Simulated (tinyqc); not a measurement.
Hubbard chain of 5 sites, step by step. One step of it, computed by the program tinyqc.

Question. Mean-field iteration 1. H(up) = T + U n(down), H(down) = T + U n(up); fill the lowest levels; n(new) = n + mixing (n(out) - n); E = tr T (rho up + rho down) + U sum n_up n_down of the output.

one-body matrix (hopping and site energies) (eV), lower triangle:
```
           1          2          3          4          5
1   0.650000
2  -1.010000  -0.260000
3   0.000000  -1.010000   0.290000
4   0.000000   0.000000  -1.010000  -0.290000
5   0.000000   0.000000   0.000000  -1.010000  -0.630000
```

U = 1.100000 eV

electrons, up and down: 3  2

mixing = 1

n(up) at the start (a guess, not normalised): 1 1.000000, 2 0.150000, 3 1.000000, 4 0.150000, 5 1.000000

n(down) at the start (a guess): 1 0.000000, 2 0.850000, 3 0.000000, 4 0.850000, 5 0.000000

Give: levels, up; levels, down; energy; n(up) after iteration 1; n(down) after iteration 1.

Answer.

levels, up (eV): -1.467  -0.802  0.213  1.452  2.234

levels, down (eV): -1.331  -0.698  0.935  1.914  2.570

energy = -4.615 eV

n(up) after iteration 1: 1 0.586, 2 0.478, 3 0.671, 4 0.388, 5 0.877

n(down) after iteration 1: 1 0.115, 2 0.754, 3 0.195, 4 0.645, 5 0.292
